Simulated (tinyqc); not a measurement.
Inside a calculation. Model: minority-electron transport through the base of a bipolar transistor (Moll-Ross and Kroemer integrals). Computed by tinyqc, a small Python program that keeps every step. Command: `OMP_NUM_THREADS=1 python tinyqc.py 3009688 3009689 out.jsonl base walk`. One thread of a shared host (Intel(R) Xeon(R) Processor @ 2.30GHz), about 0.01 s of CPU time with the checks. Intermediate numbers are printed to about 7 digits and carried at full precision; extremes and crossings named in words are read from the listed rows.

Low injection, one dimension, x from the emitter edge (0) to the collector edge (W), s = x/W. Recombination is treated as a small correction (valid for tau_B well below tau_n), computed from the stored charge.

Inputs (values chosen for the exercise, modelled on silicon):

| quantity | value | unit |
|---|---|---|
| intrinsic density n_i at the emitter edge | 9.6e+09 | 1/cm^3 |
| base doping at the emitter edge N_0 | 5.8e+17 | 1/cm^3 |
| base width W | 73 | nm |
| mu_min | 230 | cm^2/(V s) |
| mu_max | 1360 | cm^2/(V s) |
| N_ref | 9.5e+16 | 1/cm^3 |
| saturation velocity v_s | 0.97 | 1e7 cm/s |
| electron lifetime tau_n | 29 | ns |
| emitter Gummel number G_E | 2.6e+13 | s/cm^4 |
| base-emitter voltage V_BE | 0.67 | V |
| temperature T | 300 | K |
| gap narrowing across the base dE_g | 20 | meV |

Base doping profile: uniform. Gap grading: linear. Exit of the base: saturation velocity.

Constants: k_B = 8.617333262e-05 eV/K; e = 1.602176634e-19 C.

## Profile and built-in field

N(x) = N_0; n_i(x)^2 = n_i^2 exp(s dE_g/k_B T); D(x) = (k_B T/e) mu, mu = mu_min + (mu_max - mu_min)/(1 + (N/N_ref)^0.7). Field that drives electrons towards the collector, averaged over the base: (k_B T/e) ln[N_0 n_i(W)^2/(N(W) n_i^2)]/W.

Across the base:

| s | N (1/cm^3) | n_i(x)^2/n_i^2 | D (cm^2/s) | y (s/cm^5) |
|---|---|---|---|---|
| 0.0 | 5.80e+17 | 1.000000 | 12.36906 | 4.689119e+16 |
| 0.2 | 5.80e+17 | 1.167339 | 12.36906 | 4.016930e+16 |
| 0.4 | 5.80e+17 | 1.362681 | 12.36906 | 3.441099e+16 |
| 0.6 | 5.80e+17 | 1.590710 | 12.36906 | 2.947814e+16 |
| 0.8 | 5.80e+17 | 1.856899 | 12.36906 | 2.525243e+16 |
| 1.0 | 5.80e+17 | 2.167630 | 12.36906 | 2.163247e+16 |

drift factor eta (potential drop in k_B T/e) = 0.7736345

mean built-in field = 2.739726 kV/cm

## Collector current and transit time

With y(x) = N n_i^2/(D n_i(x)^2): base Gummel number G_B = int_0^W y dx + N(W) n_i^2/(v_s n_i(W)^2); J_C = e n_i^2 exp(e V_BE/k_B T)/G_B; n(x) = (J_C/e)(n_i(x)^2/(N n_i^2)) [int_x^W y dx + the same exit term]; transit time tau_B = (e/J_C) int n dx; trapezoid rule on 401 even points.

base Gummel number G_B = 2.659258e+11 s/cm^4

collector current density J_C = 9.999932 A/cm^2

base transit time tau_B = 2.215402 ps

share of the exit term in G_B = 10.37315 %

mean velocity W/tau_B = 0.3295113 1e7 cm/s

Plain diffusion with the D of the emitter edge would take W^2/(2D) = 2.15 ps, 0.972 times the result.

## Gain and speed

Emitter-limited gain beta_E = G_E/G_B; recombination-limited gain beta_R = tau_n/tau_B; 1/beta = 1/beta_E + 1/beta_R; f_T from the base alone = 1/(2 pi tau_B).

beta_E = 97.77165

beta_R = 13090.18

current gain beta = 97.04680

f_T from the base alone = 71.84021 GHz

The gain is limited mainly by hole injection into the emitter (99 % of the base current).

## What grading buys

The formulas are those given above.

The same base with other gradings:

| dE_g (meV) | dE_g/k_B T | G_B (s/cm^4) | J_C gain | tau_B (ps) | speed gain |
|---|---|---|---|---|---|
| 0 | 0.00000 | 4.020995e+11 | 1.00000 | 2.906742 | 1.000000 |
| 25 | 0.96704 | 2.421236e+11 | 1.66072 | 2.082111 | 1.396056 |
| 50 | 1.93409 | 1.600452e+11 | 2.51241 | 1.575189 | 1.845329 |
| 75 | 2.90113 | 1.147924e+11 | 3.50284 | 1.246453 | 2.332011 |
| 100 | 3.86817 | 8.789383e+10 | 4.57483 | 1.022366 | 2.843152 |
| 150 | 5.80226 | 5.899869e+10 | 6.81540 | 0.744264 | 3.905525 |
| 200 | 7.73635 | 4.425460e+10 | 9.08605 | 0.582194 | 4.992742 |
| 300 | 11.60452 | 2.949997e+10 | 13.63051 | 0.404148 | 7.192271 |

At 100 meV J_C rises by a factor 4.57 and the transit is 2.84 times faster; at 300 meV the factors are 13.63 and 7.19. For a uniform base without exit term both tend to be linear in dE_g/k_B T, J_C as x/(1 - exp(-x)) and the speed as x/2. From 150 meV on the mean velocity W/tau_B exceeds v_s, so those speed gains are overstated.

Checks made by the program: transit time against W^2/(D eta) [1 - (1 - exp(-eta))/eta] plus the exit term (relative difference 2e-07).
